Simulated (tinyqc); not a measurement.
Heavy doping: gap narrowing, degeneracy and the minority density: one step. Product and minority density. Two cases, with inputs chosen for the exercise.

Question. Combine both effects.

Majority: N = Nv F_1/2(eta), eta the distance of EF beyond the majority band edge in kT. Degeneracy factor gam = F_1/2(eta)/exp(eta). ni0^2 = Nc Nv exp(-Eg/kT); product n p = ni0^2 gam exp(dEg/kT), dEg the true narrowing; apparent narrowing dEa = dEg + kT ln gam; minority density = n p/N.

Constants: kB = 8.617333262e-05 eV/K.

Case 1.

Values chosen (gap and densities of states near those of GaAs at this temperature; narrowing constants of the size fitted for Si, not for this material; shifted at random, so the results belong to these values and not to a real crystal): N = 5.7e+18 1/cm^3 (ionised acceptors, equal to the majority density); Eg = 1.424 eV (gap); Nc = 4.32e+17 1/cm^3 (conduction-band density of states); Nv = 9.57e+18 1/cm^3 (valence-band density of states); T = 300 K.

dEg (empirical fit) = 63.4304 meV
gam = 0.811513

Case 2.

Values chosen (gap and densities of states near those of GaAs at this temperature; narrowing constants of the size fitted for Si, not for this material; shifted at random, so the results belong to these values and not to a real crystal): N = 7.9e+18 1/cm^3 (ionised acceptors, equal to the majority density); Eg = 1.351 eV (gap); Nc = 8.23e+17 1/cm^3 (conduction-band density of states); Nv = 1.72e+19 1/cm^3 (valence-band density of states); T = 450 K.

dEg (empirical fit) = 71.9281 meV
gam = 0.850988

Give: ni0; exp(dEg/kT); dEa; sqrt(n p); minority density.

Answer.

Case 1.

ni0 = 2.22e+06 1/cm^3
exp(dEg/kT) = 11.6
dEa = 58.0 meV
sqrt(n p) = 6.83e+06 1/cm^3
minority density = 8.19e-06 1/cm^3

Narrowing multiplies the product by 11.6 and degeneracy by 0.812; together they change the minority density by a factor 9.44 against ni0^2/N.

Case 2.

ni0 = 1.02e+11 1/cm^3
exp(dEg/kT) = 6.39
dEa = 65.7 meV
sqrt(n p) = 2.39e+11 1/cm^3
minority density = 7.22e+03 1/cm^3

Narrowing multiplies the product by 6.39 and degeneracy by 0.851; together they change the minority density by a factor 5.44 against ni0^2/N.

Computed by tinyqc, one run a case: `OMP_NUM_THREADS=1 python tinyqc.py N N+1 out.jsonl` with N = 1682419, 1682489; one thread of a shared Intel(R) Xeon(R) Processor @ 2.30GHz, about 0.01 s a run at most.
